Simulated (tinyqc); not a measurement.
## Ionisation constants from two fields

Question. alpha_n = an exp(-bn/E). Find bn and an.

alpha_n at 2140 and 3090 kV/cm (1/cm): 83.493885  8525.2736

Solution. ln alpha is a straight line in 1/E with slope -bn and intercept ln an.

bn = 3.22e7 V/cm
an = 2.86e8 1/cm

Computed by the program tinyqc: `OMP_NUM_THREADS=1 python tinyqc.py 2120014 2120015 out.jsonl`, one thread of a shared Intel Xeon 2.30GHz, about 0.1 s for the whole run.
